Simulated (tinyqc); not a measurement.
Inductance and parasitic capacitance from two readings.

Question. A loss-free coil L in parallel with C shows the apparent inductance L/(1 - w^2 L C), w = 2 pi f. Find L, C and the self-resonance 1/(2 pi sqrt(L C)).

apparent inductance at 3.4 and 7.2 GHz (nH): [1.8267609, 3.6090060]

Answer. The inverse of the reading is 1/L - w^2 C, a straight line in w^2.

L = 1.600 nH
C = 170.0 fF
self-resonance = 9.650 GHz

Computed by the program tinyqc: `OMP_NUM_THREADS=1 python tinyqc.py 2302203 2302204 out.jsonl`, one thread of a shared Intel Xeon 2.30GHz, about 0.01 s for the whole run.
